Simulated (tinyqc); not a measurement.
A longer run and its error bar: q-state Potts model on a small periodic square lattice: enumeration, Metropolis, heat-bath and Wolff steps. Computed by tinyqc, a small Python program. Command: `OMP_NUM_THREADS=1 python tinyqc.py 3110478 3110479 out.jsonl potts walk`. One thread of a shared host (Intel(R) Xeon(R) Processor @ 2.30GHz), about 0.1 s of CPU time with the checks.

E = -J x (number of nearest-neighbour bonds with equal states); n x n sites with periodic edges have 2 n^2 bonds. Order parameter m = (q f - 1)/(q - 1), f being the largest share of one state. Sites are numbered row by row from 0. Here q = 4 and n = 3.

Inputs (values chosen for the exercise, for a model of domains or grain orientations):

| quantity | value | unit |
|---|---|---|
| number of states q | 4 | - |
| edge n | 3 | - |
| coupling J | 18 | meV |
| temperature T | 226 | K |
| seed | 591980 | - |

Update: heat bath.

Constants: k_B = 8.617333262e-05 eV/K.

Method:
- K = J/(k_B T); the infinite square lattice orders at K_c = ln(1 + sqrt(q)); Wolff bond probability p = 1 - exp(-K).
- All q^(n^2) states are counted by their number b of equal bonds; weights g(b) exp(K b), K = J/(k_B T). Per site: u = -J <b>/n^2, c/k_B = K^2 (<b^2> - <b>^2)/n^2.
- ln Z = ln sum g(b) exp(K b); entropy per site s/k_B = (ln Z - K <b>)/n^2.
- After 400 updates are discarded, b is recorded for 4000 sweeps of n^2 steps of the update named (random numbers not printed, so these rows are one sample). Records are averaged in blocks; the error is the scatter of block means over sqrt(number of blocks), and the last column its square over that for single records.

start states:
```
   1  2  3
1  1  0  3
2  1  2  1
3  3  3  1
```

K = 0.924254

<b> = 12.7055

Blocking:

| block length | mean b | error | variance ratio |
|---|---|---|---|
| 1 | 12.7285 | 0.06771 | 1.0000 |
| 4 | 12.7285 | 0.10858 | 2.5717 |
| 16 | 12.7285 | 0.14230 | 4.4169 |
| 40 | 12.7285 | 0.14833 | 4.7989 |
| 100 | 12.7285 | 0.16157 | 5.6938 |

The run gives 12.729 +/- 0.148 (blocks of 40) against the exact 12.706, a difference of 0.2 error bars. Single records understate the error by a factor of about 2.2, because successive records are correlated.

Extremes, crossings and ranges named in words are read from the listed rows.
